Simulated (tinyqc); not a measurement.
Total mobility: mobility limited by charged threading dislocations. Computed by tinyqc, a small Python program. Command: `OMP_NUM_THREADS=1 python tinyqc.py 3009058 3009059 out.jsonl disl walk`. One thread of a shared host (Intel(R) Xeon(R) Processor @ 2.30GHz), about 0.01 s of CPU time with the checks.

Parallel lines trap electrons, one site every c, and the current flows across them. Donors are taken as fully ionised and statistics as non-degenerate; SI units, mass times m_0.

Inputs (values chosen for the exercise, modelled on germanium on silicon):
```
quantity,value,unit
effective mass m,0.12,m_0
permittivity eps,16,-
site spacing c along the line,4,angstrom
largest filling f_0,0.5,-
acceptor level E_t below the band edge,0.21,eV
dislocation density N_dis,5.4e+08,1/cm^2
donor density N,1.3e+17,1/cm^3
lattice mobility at 300 K,4400,cm^2/(V s)
temperature T,300,K
```

Band: parabolic. Filling of the line: limited by its own charge.

Constants: m_0 = 9.1093837015e-31 kg; k_B = 1.380649e-23 J/K; hbar = 1.054571817e-34 J s; e^2/(4 pi eps_0) = 14.39964548 eV angstrom; k_B = 8.617333262e-05 eV/K; eps_0 = 8.8541878128e-12 F/m; e = 1.602176634e-19 C.

Method:
- Filling f solves f = min(f_0, f*), where f* makes the line potential equal the available energy: (e^2 f/(4 pi eps eps_0 c)) (2 ln(R/r_0) - 1) = E_t - k_B T ln(N_c/N), R = sqrt(f/(pi c N)) the Read radius, r_0 = c/f, N_c = 2 (m k_B T/(2 pi hbar^2))^(3/2). Free electrons n = N - f N_dis/c; screening length lambda = sqrt(eps eps_0 k_B T/(e^2 n)).
- tau(k) = hbar^3 (eps eps_0)^2 c^2 (1 + 4 lambda^2 k^2)^(3/2)/(N_dis m e^4 f^2 lambda^4), k the wave number across the lines; mu_dis = (e/m) int x tau exp(-x) dx with x = hbar^2 k^2/(2 m k_B T), 160 Gauss-Legendre points in sqrt(x) from 0 to sqrt(32). Closed form for lambda k >> 1: mu = 30 sqrt(2 pi) (eps eps_0)^2 c^2 (k_B T)^(3/2)/(N_dis e^3 f^2 lambda sqrt(m)).
- Other processes: Brooks-Herring mobility of a classical gas, mu_I = 128 sqrt(2 pi) (eps eps_0)^2 (k_B T)^(3/2)/(N e^3 sqrt(m) [ln(1 + b) - b/(1 + b)]), b = 24 m k_B T lambda^2/hbar^2; lattice mobility times (T/300 K)^(-2); Matthiessen's rule.

screening length lambda = 13.3764 nm

dislocation mobility = 239187 cm^2/(V s)

free electrons n = 1.27754e+17 1/cm^3

impurity mobility = 23257 cm^2/(V s)

lattice mobility = 4400 cm^2/(V s)

total mobility = 3643.6 cm^2/(V s)

resistivity = 0.013409 ohm cm

What does the comparison show, and why?

Dislocations hold 2 % of 1/mu, impurities 16 % and the lattice 83 %. Dislocation and lattice-plus-impurity scattering would be equal at N_dis = 3.5e10 per cm^2 if n and f stayed as they are.

Extremes, crossings and ranges named in words are read from the listed rows.
